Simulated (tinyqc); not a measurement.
## Threshold-voltage variability of a planar MOSFET, analytic estimates: scaling length and width together

Three independent sources add in quadrature: random dopants in the depleted layer, metal-gate grains of two orientations, and roughness of the two gate edges acting through the roll-off VT = VT(long) - Vr exp(-L/l). These are first-order estimates: no three-dimensional electrostatics, no percolation.

ni = sqrt(Nc Nv) exp(-Eg/(2 Vt)), Eg in volts; Cox = 3.9 eps0/ti; Wd = sqrt(4 eps0 eps_r Vt ln(Na/ni)/(q Na)); dopants: s1 = (q/Cox) sqrt(Na Wd/(3 L W)). Grains: Ng = L W/G^2 (at least 1), s2 = dW sqrt(p (1 - p)/Ng). Edges, with exponential correlation and u = W/La: the mean gate length has sL^2 = 2 De^2 (2/u)[1 - (1 - exp(-u))/u]; s3 = sL (Vr/l) exp(-L/l). s = sqrt(s1^2 + s2^2 + s3^2). l and Vr are held fixed. W = 2.615384615 L in every row; l is held fixed.

Inputs (values chosen for the exercise); material values close to those of silicon:
- T = 250 K (temperature)
- Eg = 1.11 eV (band gap)
- eps_r = 11.7 (relative permittivity of the semiconductor)
- Nc = 2.14e19 cm^-3 (conduction-band density of states at T)
- Nv = 2.05e19 cm^-3 (valence-band density of states at T)
- Na = 7.7e17 cm^-3 (channel doping)
- ti = 2.2 nm (oxide-equivalent thickness in inversion)
- G = 15 nm (metal grain size)
- dW = 0.2 eV (work-function difference of the two grain orientations)
- p = 0.3 (share of the orientation of higher work function)
- De = 1.8 nm (rms roughness of one gate edge)
- La = 30 nm (correlation length of the roughness)
- l = 17 nm (decay length of the threshold roll-off)
- Vr = 2.3 V (prefactor of the roll-off)

Constants: q = 1.602176634e-19 C, kB = 1.380649e-23 J/K, Vt = kB T/q, eps0 = 8.8541878128e-14 F/cm where lengths are in cm. Results are converted to the units shown.

Scaling length and width together:

| L (nm) | s1 (mV) | s2 (mV) | s3 (mV) | s (mV) | s sqrt(L W) (mV um) |
|---|---|---|---|---|---|
| 42 | 15.287 | 20.240 | 18.433 | 31.355 | 2.1297 |
| 52 | 12.347 | 16.348 | 9.4948 | 22.580 | 1.8989 |
| 63 | 10.191 | 13.493 | 4.6219 | 17.530 | 1.7860 |
| 78 | 8.2312 | 10.899 | 1.7546 | 13.770 | 1.7370 |
| 95 | 6.7583 | 8.9483 | 0.59380 | 11.229 | 1.7252 |
| 120 | 5.3503 | 7.0841 | 0.12313 | 8.8783 | 1.7230 |
| 140 | 4.5860 | 6.0720 | 0.035416 | 7.6093 | 1.7228 |

What does the comparison show?

As L goes from 42 to 140 nm, s falls from 31.4 to 7.61 mV. The grains are the largest source in the first and the last row. The product s sqrt(L W) falls from 2.13 to 1.72 mV um: s1 and s2 go as 1/sqrt(L W), so the change comes from s3 alone.

Numbers from tinyqc (`OMP_NUM_THREADS=1 python tinyqc.py 2090010 2090011 out.jsonl`; about 0.01 s on one thread of a shared Intel Xeon 2.30GHz).
